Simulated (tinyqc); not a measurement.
Effective mass of the light-hole band from tabulated energies: one step. The non-parabolic form. Two cases, with inputs chosen for the exercise.

Task: E (1 + alpha E) = c k^2/m means that y = c k^2/E is a straight line in E with intercept m and slope m alpha. Fit the line by unweighted least squares over points 1 to 8, E in eV.

c = hbar^2/2m0.
Constants: hbar^2/2m0 = 3.80998211 eV angstrom^2.

Give: y; m; alpha.

Case 1.

Energies along [110], from the band edge downward:
```
k (1/angstrom)    E (meV)
0.0000000        0.000000
0.0009500        0.231800
0.0019000        0.924300
0.0028500        2.068500
0.0038000        3.650000
0.0047500        5.649900
0.0057000        8.045600
0.0066500       10.812000
0.0076000       13.922300
```

reference mass (curvature of the model at k = 0.0001 1/angstrom) = 0.0148147 m0

Result:

y (m0): 0.01483  0.01488  0.01496  0.01507  0.01521  0.01539  0.01558  0.01581

m = 0.01481 m0
alpha = 4.801 1/eV

The intercept errs by 0.00 %. For this band the scale of alpha is set by Dso = 0.822 eV as well as by the gap.

Case 2.

Energies along [110], from the band edge downward:
```
k (1/angstrom)    E (meV)
0.0000000        0.000000
0.0018000        0.826800
0.0036000        3.269300
0.0054000        7.221600
0.0072000       12.529400
0.0090000       19.013400
0.0108000       26.490800
0.0126000       34.789600
0.0144000       43.756000
```

reference mass (curvature of the model at k = 0.0001 1/angstrom) = 0.0148726 m0

Result:

y (m0): 0.01493  0.01510  0.01538  0.01576  0.01623  0.01678  0.01739  0.01806

m = 0.01486 m0
alpha = 4.893 1/eV

The intercept errs by -0.09 %. For this band the scale of alpha is set by Dso = 0.801 eV as well as by the gap.

Computed by tinyqc, one run a case: `OMP_NUM_THREADS=1 python tinyqc.py N N+1 out.jsonl` with N = 1880671, 1880685; one thread of a shared Intel(R) Xeon(R) Processor @ 2.30GHz, about 0.01 s a run at most.
